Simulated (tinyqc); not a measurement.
Trap density from the barrier height.

Inverse problem. In a partly depleted grain with all boundary traps filled, 2 N W = Qt and VB = q N W^2/(2 eps0 eps_r). Find Qt, W and the doping at which VB would equal Vt.

Values chosen for this exercise: temperature T = 400 K; relative permittivity eps_r = 11.7.

Constants: q = 1.602176634e-19 C, kB = 1.380649e-23 J/K, Vt = kB T/q, eps0 = 8.8541878128e-14 F/cm where lengths are in cm. Results are converted to the units shown.

doping = 9.3e17 cm^-3
barrier height = 0.075042979 V

Solution. Eliminating W gives VB = q Qt^2/(8 eps0 eps_r N), which falls as 1/N.

Qt = 1.900e12 cm^-2
W = 10.22 nm
doping for VB = Vt = 2.025e18 cm^-3

tinyqc, about 0.01 s, one thread, Intel Xeon 2.30GHz (shared host): `OMP_NUM_THREADS=1 python tinyqc.py 2830196 2830197 out.jsonl`
